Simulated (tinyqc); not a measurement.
Filling against narrowing: heavy doping: band filling, gap narrowing, band tails and the effective intrinsic density. Computed by tinyqc, a small Python program. Command: `OMP_NUM_THREADS=1 python tinyqc.py 3031559 3031560 out.jsonl gapnarrow walk`. One thread of a shared host (Intel(R) Xeon(R) Processor @ 2.30GHz), about 0.02 s of CPU time with the checks.

An n-type crystal above its Mott density, with all dopants ionised: n = N_D - N_A, ionised centres N_I = N_D + N_A. Valleys are taken as spherical with mass m_e.

Inputs (values chosen for the exercise, for a model semiconductor): gap E_g = 5.36 eV; electron mass m_e = 0.221 m_0; valleys M_c = 1; hole mass m_h = 2.28 m_0; dielectric constant eps = 7.51; donor density N_D = 5.6e+19 cm^-3; compensation ratio N_A/N_D = 0.5; temperature T = 300 K.

Conduction band: non-parabolic (Kane).

Constants: a_0 = 0.529177210903 angstrom; Ry = 13.605693123 eV; hbar^2/(2 m_0) = 3.80998212 eV angstrom^2; k_B = 8.617333262e-05 eV/K; e = 1.602176634e-19 C; eps_0 = 8.8541878128e-12 F/m; e^2/(4 pi eps_0) = 14.39964548 eV angstrom.

Method:
- n = N_D (1 - ratio); Ry* = Ry m_e/eps^2, a* = a_0 eps/m_e; r_s = (3/(4 pi n))^(1/3)/a*; k_F = (3 pi^2 n/M_c)^(1/3); Mott density (0.26/a*)^3.
- n = M_c (1/(2 pi^2)) (m_e/(hbar^2/2m_0))^(3/2) int sqrt(E (1 + aE)) (1 + 2 aE) f dE with a = (1 - m_e)^2/E_g, f = 1/(1 + exp((E - E_F)/k_B T)); trapezoid rule in t = sqrt(E/k_B T), step 0.02 up to 12; E_F by bisection from the band edge.
- Screening: q^2 = (e/(eps eps_0)) dn/dE_F. Exchange lowers the conduction band by (1/pi) k_F e^2/(4 pi eps_0 eps) (T = 0 Hartree-Fock at k_F, taken as a rigid shift). Screening raises the valence band by (q/2) e^2/(4 pi eps_0 eps) (static Coulomb hole). The narrowing is the sum; electron correlation and carrier-ion shifts are left out. Root-mean-square potential of randomly placed ions: V_rms = (e^2/(4 pi eps_0 eps)) sqrt(2 pi N_I/q).
- Absorption edge of a direct gap, from the valence band at k_F (T = 0 value) to the Fermi level: E_g - narrowing + E_F + (hbar^2/2m_0) k_F^2/m_h, k_F = (3 pi^2 n)^(1/3); the shift is the edge less E_g. n p/n_i^2 = exp(narrowing/k_B T) x (n/N) exp(-E_F/k_B T), N being the limit of n exp(-E_F/k_B T) far below the edge (taken at E_F = -12 k_B T); apparent narrowing = k_B T ln(n p/n_i^2).
- The compensation ratio is held; the absorption edge is given only for E_F above 2 k_B T.

n = 2.80e+19 cm^-3

Mott density = 3.02255e+18 cm^-3

Against carrier density (energies in meV):
```
n (cm^-3)     E_F  narrowing  apparent narrowing   V_rms  shift of the absorption edge
5.60e+18    38.18      86.63              67.927   83.70                             -
1.10e+19    72.65     105.92              70.203  106.92                        -25.36
2.00e+19   114.66     124.44              62.168  134.74                          2.01
2.80e+19   145.43     135.71              51.368  154.06                         24.47
4.50e+19   200.97     153.10              25.481  186.52                         68.11
7.00e+19   269.54     171.30             -13.457  223.04                        125.40
1.10e+20   362.00     192.43             -73.108  267.72                        206.29
```

Narrowing grows with exponent 0.26 between the last rows (exchange goes as n^(1/3), the Coulomb hole as n^(1/6) in a degenerate parabolic band) and E_F with 0.65 (2/3 for a parabolic band at T = 0, towards 1/3 in a Kane band). The apparent narrowing peaks at 70.2 meV near 1.1e19 cm^-3 and then falls, as E_F grows faster than the narrowing. In rows with E_F below 2 k_B T the T = 0 exchange term is overstated. Where V_rms is above half of E_F, band tails blur the edge by more than small net shifts. The absorption edge turns from a red to a blue shift between 1.1e19 and 2.0e19 cm^-3.

Extremes, crossings and ranges named in words are read from the listed rows.
